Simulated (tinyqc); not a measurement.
X-ray reflectivity of a thin film on silicon: critical angles, Parratt recursion, fringes and roughness: one step, computed by the program tinyqc. Command: `OMP_NUM_THREADS=1 python tinyqc.py 3121326 3121327 out.jsonl xrr walk`. One thread of a shared host (Intel(R) Xeon(R) Processor @ 2.30GHz), about 0.01 s of CPU time with the checks.

n = 1 - delta + i beta; the classical electron radius is r_e = 2.8179403e-6 nm. Layer 0 is vacuum, 1 the film, 2 the substrate.

Task: Fringe period, contrast and decay. Far above the critical angle the period is d theta = lambda/(2 d), or 2 pi/d in q; the envelope runs between (|r_01| - |r_12 p|)^2 and (|r_01| + |r_12 p|)^2; contrast = 2 a b/(a^2 + b^2) with a = |r_01|, b = |r_12 p|; roughness factors on the amplitudes are about exp(-q^2 sigma^2/2).

Inputs (values chosen for the exercise, modelled on a porous low-k film on silicon, copper K-alpha radiation): wavelength lambda = 0.15406 nm; film thickness d = 27.5 nm; roughness of the surface sigma_1 = 0.67 nm; roughness of the interface sigma_2 = 0.73 nm.

1000 r_01 = 1.261661-0.014056i

1000 r_12 = 0.8931007-0.0342040i

p = 0.9837485-0.1553199i

q = 4 pi sin(theta)/lambda = 2.064044 1/nm

Give: period in theta; period in q; contrast; roughness factor, surface; roughness factor, interface.

Result:

period in theta = 0.16049 degrees

period in q = 0.22848 1/nm

contrast = 0.94208

roughness factor, surface = 0.38434

roughness factor, interface = 0.32137
